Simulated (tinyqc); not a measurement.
# Lossy package transmission line with skin effect: two studies

A uniform line in a homogeneous dielectric: c = sqrt(er)/(c0 Z0), l = Z0 sqrt(er)/c0 (c0 = 299792458 m/s), g = w c td, w = 2 pi f. The resistance joins its limits as r = sqrt(r_dc^2 + r_hf^2), with r_dc = rho/(wd th), r_hf = kr rho/(2 delta (wd + th)), delta = sqrt(rho/(pi f mu0)), mu0 = 4 pi 1e-7 H/m; this is an interpolation, and internal inductance, up to 0.05 nH/mm at low frequency, is neglected.

Values chosen for this exercise: width of the strip wd = 22 um; thickness of the strip th = 9.6 um; resistivity rho = 2.2 uohm cm; relative permittivity er = 3.9; loss tangent td = 0.002; lossless impedance sqrt(l/c) Z0 = 50 ohm; factor for crowding and the return path kr = 1.2; length len = 12 mm; source resistance Rg = 50 ohm; load resistance RL = 1e5 ohm; load capacitance CL = 20 fF; frequency f = 25 GHz.

Each table varies one quantity; the others keep the values above.

## Line properties against frequency

gamma = sqrt((r + i w l)(g + i w c)) = alpha + i beta, Zc = sqrt((r + i w l)/(g + i w c)), roots with positive real part; loss 8.685889638 alpha in dB; phase velocity w/beta. ZL = 1/(1/RL + i w CL); reflection (ZL - Zc)/(ZL + Zc); Zin = Zc (ZL + Zc tanh(gamma len))/(Zc + ZL tanh(gamma len)); H = V_load/V_source = [Zin/(Zin + Rg)]/[cosh(gamma len) + (Zc/ZL) sinh(gamma len)].

Line properties against frequency:

| f (GHz) | r (ohm/mm) | r/(w l) | loss (dB/mm) | \|Zc\| (ohm) | phase velocity over c0 | length in wavelengths | \|H\| (dB) |
|---|---|---|---|---|---|---|---|
| 0.01 | 0.1057 | 5.106 | 0.005218 | 114.0 | 0.2878 | 0.001391 | -0.004541 |
| 0.03 | 0.1086 | 1.749 | 0.007695 | 70.97 | 0.4127 | 0.002910 | -0.004735 |
| 0.09 | 0.1169 | 0.6277 | 0.009759 | 54.33 | 0.4851 | 0.007427 | -0.005421 |
| 0.3 | 0.1423 | 0.2292 | 0.01239 | 50.64 | 0.5032 | 0.02387 | -0.009401 |
| 0.8 | 0.1895 | 0.1144 | 0.01672 | 50.16 | 0.5056 | 0.06334 | -0.03237 |
| 2 | 0.2711 | 0.06549 | 0.02425 | 50.05 | 0.5061 | 0.1582 | -0.1751 |
| 7 | 0.4796 | 0.03311 | 0.04417 | 50.01 | 0.5063 | 0.5534 | -0.5070 |
| 20 | 0.7982 | 0.01928 | 0.07652 | 50.00 | 0.5064 | 1.581 | -0.9705 |
| 60 | 1.375 | 0.01107 | 0.1410 | 50.00 | 0.5064 | 4.743 | -2.293 |

What does the table show?

r equals w l at 0.0541 GHz: below it |Zc| and the delay grow as in an RC line, above it |Zc| tends to Z0 = 50 ohm and the velocity to 1/sqrt(er) = 0.506 c0. The loss goes as f^(0.35) between the first two rows and f^(0.56) between the last two. |H| is -0.00454 dB in the first row and -2.29 dB in the last; between rows it can pass through resonances that the table doesn't show.

## Effect of the width of the strip

Same model as above.

Z0 is held fixed by scaling the dielectric height.

Results:

| wd (um) | r (ohm/mm) | r/(w l) | loss (dB/mm) | \|Zc\| (ohm) | phase velocity over c0 | length in wavelengths | \|H\| (dB) |
|---|---|---|---|---|---|---|---|
| 5.5 | 1.8979 | 0.036683 | 0.17381 | 50.017 | 0.50629 | 1.9765 | -2.2173 |
| 8.7 | 1.5503 | 0.029965 | 0.14363 | 50.011 | 0.50632 | 1.9764 | -1.8512 |
| 21 | 0.92017 | 0.017785 | 0.088910 | 50.004 | 0.50635 | 1.9763 | -1.1871 |
| 34 | 0.64478 | 0.012463 | 0.064992 | 50.002 | 0.50636 | 1.9762 | -0.89667 |
| 53 | 0.44871 | 0.0086729 | 0.047962 | 50.001 | 0.50637 | 1.9762 | -0.68990 |
| 84 | 0.29994 | 0.0057975 | 0.035040 | 50.000 | 0.50637 | 1.9762 | -0.53301 |
| 130 | 0.20105 | 0.0038860 | 0.026451 | 50.000 | 0.50637 | 1.9762 | -0.42871 |

Estimate the missing row, wd = 14 um.

Computed row:

| wd (um) | r (ohm/mm) | r/(w l) | loss (dB/mm) | \|Zc\| (ohm) | phase velocity over c0 | length in wavelengths | \|H\| (dB) |
|---|---|---|---|---|---|---|---|
| 14 | 1.1959 | 0.023116 | 0.11286 | 50.007 | 0.50634 | 1.9763 | -1.4778 |

With this row back in the table: As wd goes from 5.5 to 130, the loss falls from 0.174 to 0.0265 dB/mm, |Zc| stays near 50.0 ohm and |H| goes from -2.22 to -0.429 dB, with its highest value among the rows, -0.429 dB, at wd = 130.

Program tinyqc, `OMP_NUM_THREADS=1 python tinyqc.py 2810194 2810195 out.jsonl`; Intel Xeon 2.30GHz, shared host, one thread, about 0.01 s.
